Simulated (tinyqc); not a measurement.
Position of the spike: inter-valley coupling by envelope functions against a chain of atomic planes.

Chain: E(phi) = e0 + 2 v cos(phi) + 2 u cos(2 phi), cos(phi0) = -v/(4u), e0 = 2u + v^2/(4u); plane j = 0, 1, ... has the potential V_j = dE x_j + F (j - 30) a/4 (1 MV/m = 1e-4 V/angstrom). There are 30 barrier planes a side; with y = j - 29.5, x_j = xb (f(y) + f(Nw - y)), f(y) = 1/(1 + exp(y/L)), plus any Ge added in the well. The valley splitting is the spacing of the two lowest levels. Envelope theory: F_j solves a one-valley chain with hopping -b and diagonal 2b + V_j, b = 4u sin^2(phi0), sum F_j^2 = 1; the valleys couple by Dv = sum_j F_j^2 V_j exp(-2 i phi0 j) and split by 2|Dv|.

Values chosen for the exercise (near those of the Delta valleys of silicon in a SiGe well; the results hold for these values, not for the real material): a = 5.431 angstrom (lattice constant; planes lie a/4 apart); u = 0.597 eV (second-neighbour hopping); v = 0.566 eV (nearest hopping); Nw = 50 (planes in the well); L = 1.5 planes (interface width); xb = 0.33 (Ge fraction of the barriers); dE = 0.56 eV (offset per unit Ge fraction); F = 2 MV/m (field); xs = 0.2 (Ge fraction added on that plane).

The spike is moved through the well; position counted from the first well plane, j - 30.

Against position:
```
j - 30  F_j^2, smooth  mean of the doublet (meV)  splitting, chain (micro-eV)  envelope  first order
2             0.00421                      14.31                          668       644          944
6             0.01228                      14.85                         1756      1667         2750
10            0.02240                      15.55                         3157      2999         5018
15            0.03305                      16.50                         5059      4910         7403
20            0.03771                      17.19                         6430      6333         8446
25            0.03545                      16.98                         6020      5927         7940
32            0.02426                      15.76                         3566      3432         5434
40            0.00943                      14.63                         1311      1240         2113
48            0.00107                      14.06                          178       173          239
```

What does the comparison show?

The splitting is largest at plane 20 among these rows (6430 micro-eV), and the smooth envelope peaks at plane 21, counting all planes; without a spike it is 0.039. Where the splitting exceeds 20 micro-eV the envelope theory lies within 5.4 % of the chain and first order within 61 %.

Run: tinyqc, `OMP_NUM_THREADS=1 python tinyqc.py 1480001 1480002 out.jsonl`; Intel(R) Xeon(R) Processor @ 2.30GHz, one thread, shared host; about 0.05 s of CPU time with all checks.
